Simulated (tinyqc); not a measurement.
# Koster-Slater impurity in a tight-binding band, by Green functions and by supercells, step by step

A worked calculation. Computed by tinyqc, a small Python program that keeps every step. Command: `OMP_NUM_THREADS=1 python tinyqc.py 3020052 3020053 out.jsonl kosterslater walk`. One thread of a shared host (Intel(R) Xeon(R) Processor @ 2.30GHz), about 0.06 s of CPU time with the checks. Intermediate numbers are printed to about 7 digits and carried at full precision; extremes and crossings named in words are read from the listed rows.

One orbital per site, e(k) = -2 t sum cos(k_i) over 3 direction(s), band from -6 t to 6 t, lattice constant 1. One site has the extra energy U. Spin is left out.

Inputs (values chosen for the exercise, for a model band):
```
quantity,value,unit
hopping t,0.92,eV
impurity potential U,-7.76,eV
supercell edge N,4,sites
energy inside the band E,0.586,eV
broadening eta,0.14,eV
impurity concentration c,0.001,per site
```

Lattice: simple cubic.

Constants: hbar = 6.582119569e-16 eV s.

## The host Green function outside the band

Outside the band G0(E) = (1/pi) int_0^pi dk (2/(pi z)) K(16 t^2/z^2), z = E + 2 t cos k, K the complete elliptic integral with parameter m; 200 Gauss-Legendre points. A bound state solves 1/U = G0(E). Energies: 0.05, 0.2, 0.5, 1, 2, 4 and 8 t beyond the band edge on the side of U, rounded to four digits.

Scan on the side of U:
```
E (eV),G0 (1/eV),1/U - G0 (1/eV)
-5.566,-0.2548275,0.1259615
-5.704,-0.2343576,0.1054916
-5.980,-0.2107312,0.0818652
-6.440,-0.1853520,0.0564860
-7.360,-0.1531864,0.0243204
-9.200,-0.1164642,-0.0124018
-12.880,-0.0802203,-0.0486457
```

G0 stays finite at the band edge, 0.252731/t in size, so binding needs |U| > 3.957 t.

## The bound state

Bisection in ln(distance from the edge) between 1e-5 t and |U| + t. Weight on the impurity site: -1/(U^2 dG0/dE), by a central difference with step min(1e-4 t, distance/30). Decay length along an axis: 1/arccosh(1 + distance/(2 t)).

level E_b = -8.445145 eV

distance from the band edge = 2.925145 eV

weight on the impurity site = 0.9029111

decay length = 0.6229915 sites

The state is compact: most of it sits on the impurity.

## Green function inside the band

Inside the band G0(z), z = E + i eta, comes from the chain form 1/(sqrt(y - 2t) sqrt(y + 2t)) (principal roots) at y = z + 2 t cos k + 2 t cos k', averaged over k and k' in (0, pi) with 200 Gauss-Legendre points each.

G0(E + i eta) = 0.0651572-0.4715480i 1/eV

## Scattering

T = U/(1 - U G0); phase shift delta = -arg(1 - U G0) in (-pi, pi]; host density of states -Im G0/pi; on the impurity -Im[G0/(1 - U G0)]/pi; lifetime of a band state hbar/(-2 c Im T).

T matrix = -0.746236-1.813629i eV

phase shift delta = 1.180450 rad

host density of states = 0.1500984 1/eV

density of states on the impurity = 0.009586831 1/eV

scattering lifetime = 181.4627 fs

The Born approximation would take Im T = U^2 Im G0 = -28.4 eV, 15.7 times the full value.

## The level in the supercell

In a periodic cell of N sites along each direction with Bloch vector K, the level solves 1/U = N^-d sum_k 1/(E - e(k)), k_i = (2 pi m_i + K_i)/N, m_i = 0..N-1; the outermost root on the side of U is taken (bisection). d is the number of directions. Gamma means K_i = 0, the zone corner K_i = pi, the quarter point K_i = pi/2. The error is measured against the isolated level E_b.

level at Gamma = -8.459955 eV

level at the corner = -8.431188 eV

level at the quarter point = -8.445135 eV

error at Gamma = -0.01480914 eV

width between Gamma and the corner = 0.02876654 eV

Images turn the level into a band 0.0288 eV wide; the quarter point misses the isolated level by 1.0e-5 eV, far less than Gamma, because the leading hopping between images averages out there.

## Convergence with cell size

Even N; errors against the isolated level E_b, set to 0 below 1e-6 t.

Error of the level (eV):
```
N,sites,Gamma,corner,quarter point
2,8,-6.807760e-01,6.851455e-01,1.395740e-02
4,64,-1.480914e-02,1.395740e-02,1.045067e-05
6,216,-3.663563e-04,3.602732e-04,0
8,512,-1.049102e-05,1.045067e-05,0
10,1000,0,0,0
12,1728,0,0,0
```

The error at Gamma falls exponentially, between the last two resolved rows by exp(-1.777) per site against 1/(decay length) = 1.605; the rest is the power-law prefactor of the Green function. Gamma and the corner err in opposite directions. Among the sizes listed an error below 1 meV is first reached at N = 6 at Gamma; at the quarter point N = 4 is enough.

## Phase shift across the band

delta/pi = -arg(1 - U G0)/pi counts the states added below E (Friedel); host DOS = -Im G0/pi, DOS on the impurity = -Im[G0/(1 - U G0)]/pi; 13 evenly spaced energies from -(band edge + |U| + 2t) to +(band edge + |U| + 2t).

Across the spectrum:
```
E (eV),Re G0 (1/eV),host DOS (1/eV),DOS on the impurity (1/eV),delta/pi
-15.12,-0.0676886,0.0002092,0.00092833,0.0034202
-12.60,-0.0821204,0.0003118,0.00236882,0.0066700
-10.08,-0.1048910,0.0005224,0.01502082,0.0217535
-7.56,-0.1478131,0.0011256,0.05031358,0.9412708
-5.04,-0.2707980,0.0221219,0.01470953,0.8550613
-2.52,-0.3111564,0.0908120,0.01315677,0.6809820
0.00,0.0000000,0.1502354,0.01042267,0.4151586
2.52,0.3111564,0.0908120,0.00548362,0.1830994
5.04,0.2707980,0.0221219,0.00223239,0.0548032
7.56,0.1478131,0.0011256,0.00024413,0.0040679
10.08,0.1048910,0.0005224,0.00015874,0.0022346
12.60,0.0821204,0.0003118,0.00011633,0.0014780
15.12,0.0676886,0.0002092,0.00008994,0.0010646
```

delta/pi starts and ends near zero (+0.003 and +0.001): the impurity moves states but creates none. delta/pi rises at the bound state below the band (-8.445 eV), reaches 0.94 among these rows (1 in the limit of small eta, just above the level) and is paid back by the top of the band.

Checks made by the program: G0 at the level by a direct sum over directions (relative difference below 1e-10).
